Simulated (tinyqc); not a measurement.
## Retention against time

Retention: filled traps are spread evenly in depth from E1 to E2, and each empties at the rate nu exp(-E/kB T). The share left is the mean of exp(-nu t exp(-E/kB T)) = [kB T/(E2 - E1)] [E1x(nu t exp(-E2/kB T)) - E1x(nu t exp(-E1/kB T))], E1x the exponential integral; traps shallower than about Ed = kB T ln(nu t) are empty.

Inputs (values chosen for the exercise): storage temperature T = 423 K; shallowest trap depth E1 = 1.02 eV; deepest trap depth E2 = 1.97 eV; attempt frequency nu = 1e13 1/s.

Constants: q = 1.602176634e-19 C, kB = 1.380649e-23 J/K, Vt = kB T/q. Results are converted to the units shown.

Results:
```
t (s),Ed (eV),share left
1,1.091,0.9030
100,1.259,0.7263
10000,1.427,0.5496
1e5,1.511,0.4612
1e6,1.595,0.3729
1e8,1.763,0.1963
1e9,1.847,0.1091
```

Estimate the missing row, t = 1e7 s.

Computed row:
```
t (s),Ed (eV),share left
1e7,1.679,0.2846
```

With this row back in the table: The share left falls from 0.903 to 0.109. Ed moves by 0.0839 eV a decade and reaches E1 at t = 0.142 s; from then on the loss is linear in log t, 8.83 % a decade, until Ed comes within a few kB T of E2, which it reaches at 2.96e10 s.

Numbers from tinyqc (`OMP_NUM_THREADS=1 python tinyqc.py 2130148 2130149 out.jsonl`; about 0.06 s on one thread of a shared Intel Xeon 2.30GHz).
